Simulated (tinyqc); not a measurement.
From results back to parameters: two-band k.p model of the Delta valleys near the X point under shear strain. Three cases, with inputs chosen for the exercise.

Problem. Under a shear strain exy (|eta| < 1) the valley on the [001] axis has ml(eta) = ml/(1 - eta^2), 1/m[110] = 1/mt + eta/Mp and 1/m[1-10] = 1/mt - eta/Mp with Mp > 0, eta = D exy/Delta, Delta = 2 c k0^2/ml, k0 = kx0 2 pi/a, c = hbar^2/2m0.

Constants: hbar^2/2m0 = 3.80998211 eV angstrom^2.

Find: mt; eta; Mp; D.

Method. The mean of the two inverse transverse masses is 1/mt; eta^2 = 1 - ml/ml(eta), with the sign of 1/m[110] - 1/m[1-10] = 2 eta/Mp, which then gives Mp; D = eta Delta/exy.

Case 1.

Values chosen (near those of Si; not measured data): a = 5.42 angstrom (lattice constant); ml = 0.916 m0 (longitudinal mass); kx0 = 0.148 2 pi/a (distance of the minimum from X); exy = 0.0025 (shear strain).

m[110], m[1-10], ml(eta) (m0): 0.17007019  0.21780424  0.93566496

Solution.

mt = 0.191 m0
eta = 0.1450
Mp = 0.225 m0
D = 14.2 eV

Case 2.

Values chosen (near those of Si; not measured data): a = 5.443 angstrom (lattice constant); ml = 0.934 m0 (longitudinal mass); kx0 = 0.144 2 pi/a (distance of the minimum from X); exy = 0.001 (shear strain).

m[110], m[1-10], ml(eta) (m0): 0.18976908  0.21364388  0.93826565

Solution.

mt = 0.201 m0
eta = 0.0674
Mp = 0.229 m0
D = 15.2 eV

Case 3.

Values chosen (near those of Si; not measured data): a = 5.433 angstrom (lattice constant); ml = 0.909 m0 (longitudinal mass); kx0 = 0.143 2 pi/a (distance of the minimum from X); exy = 0.0013 (shear strain).

m[110], m[1-10], ml(eta) (m0): 0.18429596  0.20929142  0.91476460

Solution.

mt = 0.196 m0
eta = 0.0794
Mp = 0.245 m0
D = 14.0 eV

Computed by tinyqc, one run a case: `OMP_NUM_THREADS=1 python tinyqc.py N N+1 out.jsonl` with N = 1080819, 1080827, 1080834; one thread of a shared Intel(R) Xeon(R) Processor @ 2.30GHz, about 0.01 s a run at most.
